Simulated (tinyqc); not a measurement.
Inverse iteration on a symmetric matrix, step by step. One step of it, computed by the program tinyqc.

Problem. Step 1. solve (A - shift) w = v; v' = w/|w| with its largest component positive (the first on a tie); lambda = v'^T A v'.

A, lower triangle:
```
           1          2         3
1   0.352000
2  -0.330000   0.611000
3  -0.086000  -0.334000  3.368000
```

vector v at the start: 0.577350  0.577350  0.577350

shift = 0.330000

Give: vector after step 1; Rayleigh quotient after step 1.

Solution.

vector after step 1: 0.8607  0.5082  0.0304

Rayleigh quotient after step 1 = 0.1182
